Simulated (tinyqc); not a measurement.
Free-carrier absorption and index change in the near infrared: free-carrier optics of a doped semiconductor (Drude model with one polar phonon).

eps(E) = ei [1 - Ep^2/(E^2 + i E Gam)] + (es - ei) wT^2/(wT^2 - E^2 - i E gT), with Ep^2 = 8 pi c (e^2/(4 pi eps0)) N/(m ei), c = hbar^2/2m0, N in 1/angstrom^3 (1e-24 per 1/cm^3); Gam = hbar/tau, tau = mu m m0/e with m0/e = 5.685630e-12 kg/C and mu in m^2/(V s). Energies in meV.

n + i k = sqrt(eps1 + i eps2) with k >= 0; R = ((n - 1)^2 + k^2)/((n + 1)^2 + k^2) at normal incidence from vacuum; alpha = 2 E k/(hbar c), times 1e8 for 1/cm; loss function Im(-1/eps) = eps2/(eps1^2 + eps2^2).

Constants: hbar^2/2m0 = 3.80998211 eV angstrom^2; e^2/(4 pi eps0) = 14.39964547 eV angstrom; hbar = 6.58211957e-16 eV s; hbar c = 1973.269805 eV angstrom.

Values chosen for the exercise (mass and dielectric values near those of GaN; N and mu are free inputs; interband absorption and the rise of the mass with filling are left out; shifted at random, so the results belong to these values and not to a real crystal):
- N = 2.1e+19 1/cm^3 (carrier density)
- m = 0.221 m0 (conductivity mass)
- mu = 100 cm^2/(V s) (mobility)
- ei = 5.42 (high-frequency dielectric constant)

At the wavelengths listed E = hc/lambda (hc = 1239.841984 eV nm). Approximate forms: alpha = ei Ep^2 Gam/(E^2 sqrt(ei) hbar c) and dn = -sqrt(ei) Ep^2/(2 E^2). The phonon term is left out here.

Free carriers:

| lambda (micrometre) | E (meV) | alpha (1/cm) | alpha, approximate | dn | dn, approximate |
|---|---|---|---|---|---|
| 1.31 | 946.4 | 169 | 167 | -0.0315 | -0.0314 |
| 1.55 | 799.9 | 237 | 233 | -0.0442 | -0.0440 |
| 2.00 | 619.9 | 399 | 389 | -0.0739 | -0.0732 |
| 3.00 | 413.3 | 928 | 875 | -0.168 | -0.165 |
| 5.00 | 248.0 | 2.94e+03 | 2.43e+03 | -0.486 | -0.458 |
| 8.00 | 155.0 | 1.22e+04 | 6.22e+03 | -1.27 | -1.17 |
| 10.60 | 117.0 | 2.21e+04 | 1.09e+04 | -1.37 | -2.06 |

At 1.55 micrometre alpha = 237 1/cm and dn = -0.0442; a phase shift of pi needs a length lambda/(2 |dn|) = 17.5 micrometre, over which the loss is 1.80 dB. The approximate alpha is within 5 % up to 2 micrometre of the wavelengths listed; it needs photon energies well above both Ep and Gam, which lie at 8.0 and 23.7 micrometre. Interband and intervalley absorption are left out.

Run: tinyqc, `OMP_NUM_THREADS=1 python tinyqc.py 1652187 1652188 out.jsonl`; Intel(R) Xeon(R) Processor @ 2.30GHz, one thread, shared host; about 0.01 s of CPU time with all checks.
